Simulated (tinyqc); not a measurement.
Global model of a low-pressure process discharge: electron temperature, density, ion flux and ion energy: one step, computed by the program tinyqc. Command: `OMP_NUM_THREADS=1 python tinyqc.py 3110531 3110532 out.jsonl plasma walk`. One thread of a shared host (Intel(R) Xeon(R) Processor @ 2.30GHz), about 0.01 s of CPU time with the checks.

Maxwellian electrons with temperature T_e in eV, one positive ion, no negative ions, uniform bulk density n; rate constants have the Arrhenius form.

Problem. Biased electrode. All bias power goes to ions: V_b = P_b/(J pi r^2). Debye length at the sheath edge lambda_D = sqrt(eps_0 T_e/(e h_L n)); Child-law sheath s = (sqrt2/3) lambda_D (2 V/T_e)^(3/4), V = V_b + V_s; ion transit time tau_i = 3 s sqrt(M/(2 e V)); collisions in the sheath s/lambda_i.

Inputs (values chosen for the exercise, of the order of those of an inductive discharge in a simple atomic gas): ion mass M = 35.5 u; gas temperature T_g = 400 K; bias power P_b = 230 W; radius of the biased electrode = 7.5 cm; bias frequency = 60 MHz.

ion current density J = 13.65978 mA/cm^2

T_e = 3.520975 eV

h_L = 0.3716727

plasma density n = 7.415229e+11 1/cm^3

wall potential V_s = 16.26661 V

ion mean free path = 2.124075 cm

Constants: eps_0 = 8.8541878128e-12 F/m; e = 1.602176634e-19 C; u = 1.6605390666e-27 kg.

Give: bias voltage V_b; lambda_D; sheath width s; ion transit time; transit time over bias period; s/lambda_i.

Solution.

bias voltage V_b = 95.28 V

lambda_D = 26.57 micrometre

sheath width s = 0.2813 mm

ion transit time = 34.27 ns

transit time over bias period = 2.056

s/lambda_i = 0.01324

The sheath is nearly free of collisions.
